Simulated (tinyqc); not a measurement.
MOSFET in saturation, small-signal circuit and noise: one step of the calculation.

Bias by the inversion coefficient IC = I/Ispec (charge-based model with velocity saturation; weak inversion below 0.1, strong above 10). Common-source circuit: gm, gds, Cgs, Cgd and Cj at the inner nodes, Rg in series with the gate; quasi-static, no source or drain resistance, no gate-body capacitance, no substrate network, no induced gate noise, so fmax is an upper estimate.

Question. Current gain and unilateral power gain. |h21| = |Y21/Y11|; U = |Y21 - Y12|^2/(4 [Re Y11 Re Y22 - Re Y12 Re Y21]). Extrapolated at 20 dB a decade: f |h21| and f sqrt(U).

Inputs (values chosen for the exercise):

| symbol | value | unit | meaning |
|---|---|---|---|
| f | 1 | GHz | signal frequency |

Y with Rg (mS):
```
                          1                          2
1  0.000468633+0.292411879i  -0.000177227-0.110583777i
2  3.502529721-0.116197377i   0.112157336+0.188105118i
```

Give: |h21|; U; f |h21|; f sqrt(U).

Answer.

|h21| = 11.98
U = 4556
f |h21| = 11.98 GHz
f sqrt(U) = 67.49 GHz

Numbers from tinyqc (`OMP_NUM_THREADS=1 python tinyqc.py 2150006 2150007 out.jsonl`; about 0.01 s on one thread of a shared Intel Xeon 2.30GHz).
